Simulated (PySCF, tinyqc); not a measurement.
Worked calculation: RKS/BP86 in the sto-3g basis, for BeH+, spin multiplicity 1. The lowest restricted solution is unstable here: a spin-polarised one lies 0.0115 hartree lower (PySCF). One step of it, computed by the program tinyqc.

Question. Iteration 1: diagonalisation and new density. Diagonalise F' = X^T F X, C = X C', fill 2 alpha and 2 beta electrons from the bottom; D = 2 C_occ C_occ^T; the new density keeps 0.2 of the old one (damping). Each column has its largest component positive (the first on a tie).

Kohn-Sham matrix F (hartree):
```
,1Be 1s,1Be 2s,1Be 2px,1Be 2py,1Be 2pz,2H 1s
1Be 1s,-6.727509,-1.668854,0.000000,0.000000,0.005378,-0.022406
1Be 2s,-1.668854,-1.311100,0.000000,0.000000,0.046458,-0.071104
1Be 2px,0.000000,0.000000,-0.880559,-0.017723,0.000000,0.000000
1Be 2py,0.000000,0.000000,-0.017723,-0.838841,0.000000,0.000000
1Be 2pz,0.005378,0.046458,0.000000,0.000000,-0.810600,-0.081611
2H 1s,-0.022406,-0.071104,0.000000,0.000000,-0.081611,0.145367
```

X:
```
,1Be 1s,1Be 2s,1Be 2px,1Be 2py,1Be 2pz,2H 1s
1Be 1s,1.026754,-0.136448,0.000000,0.000000,-0.001304,0.009524
1Be 2s,-0.136448,1.031461,0.000000,0.000000,0.006966,-0.057305
1Be 2px,0.000000,0.000000,1.000000,0.000000,0.000000,0.000000
1Be 2py,0.000000,0.000000,0.000000,1.000000,0.000000,0.000000
1Be 2pz,-0.001304,0.006966,0.000000,0.000000,1.009922,-0.082153
2H 1s,0.009524,-0.057305,0.000000,0.000000,-0.082153,1.014575
```

D at the start:
```
,1Be 1s,1Be 2s,1Be 2px,1Be 2py,1Be 2pz,2H 1s
1Be 1s,0.000673,-0.003254,0.000000,0.000000,-0.004831,0.037368
1Be 2s,-0.003254,0.015742,0.000000,0.000000,0.023367,-0.180749
1Be 2px,0.000000,0.000000,1.741620,0.670820,0.000000,0.000000
1Be 2py,0.000000,0.000000,0.670820,0.258380,0.000000,0.000000
1Be 2pz,-0.004831,0.023367,0.000000,0.000000,0.034686,-0.268302
2H 1s,0.037368,-0.180749,0.000000,0.000000,-0.268302,2.075358
```

overlap S:
```
,1Be 1s,1Be 2s,1Be 2px,1Be 2py,1Be 2pz,2H 1s
1Be 1s,1.000000,0.259517,0.000000,0.000000,0.000000,0.003411
1Be 2s,0.259517,1.000000,0.000000,0.000000,0.000000,0.107762
1Be 2px,0.000000,0.000000,1.000000,0.000000,0.000000,0.000000
1Be 2py,0.000000,0.000000,0.000000,1.000000,0.000000,0.000000
1Be 2pz,0.000000,0.000000,0.000000,0.000000,1.000000,0.160396
2H 1s,0.003411,0.107762,0.000000,0.000000,0.160396,1.000000
```

Give: F' = X^T F X; orbital energies; coefficients C; D after iteration 1.

Answer.

F' = X^T F X (hartree):
```
,1,2,3,4,5,6
1,-6.6493,-0.6715,0.0000,0.0000,-0.0016,0.0124
2,-0.6715,-1.0412,0.0000,0.0000,0.0464,-0.0276
3,0.0000,0.0000,-0.8806,-0.0177,0.0000,0.0000
4,0.0000,0.0000,-0.0177,-0.8388,0.0000,0.0000
5,-0.0016,0.0464,0.0000,0.0000,-0.8116,-0.0321
6,0.0124,-0.0276,0.0000,0.0000,-0.0321,0.1629
```

orbital energies (hartree): MO1 -6.7286, MO2 -0.9753, MO3 -0.8871, MO4 -0.8323, MO5 -0.8000, MO6 0.1648

coefficients C:
```
,MO1,MO2,MO3,MO4,MO5,MO6
1Be 1s,1.0037,-0.2461,0.0000,0.0000,-0.0688,0.0178
1Be 2s,-0.0145,0.9990,0.0000,0.0000,0.2833,-0.0856
1Be 2px,0.0000,0.0000,0.9386,-0.3449,0.0000,0.0000
1Be 2py,0.0000,0.0000,0.3449,0.9386,0.0000,0.0000
1Be 2pz,-0.0010,-0.2661,0.0000,0.0000,0.9707,-0.1167
2H 1s,0.0015,-0.0167,0.0000,0.0000,-0.0539,1.0180
```

D after iteration 1:
```
,1Be 1s,1Be 2s,1Be 2px,1Be 2py,1Be 2pz,2H 1s
1Be 1s,1.7088,-0.4173,0.0000,0.0000,0.1021,0.0164
1Be 2s,-0.4173,1.6004,0.0000,0.0000,-0.4207,-0.0629
1Be 2px,0.0000,0.0000,0.3483,0.1342,0.0000,0.0000
1Be 2py,0.0000,0.0000,0.1342,0.0517,0.0000,0.0000
1Be 2pz,0.1021,-0.4207,0.0000,0.0000,0.1203,-0.0465
2H 1s,0.0164,-0.0629,0.0000,0.0000,-0.0465,0.4155
```
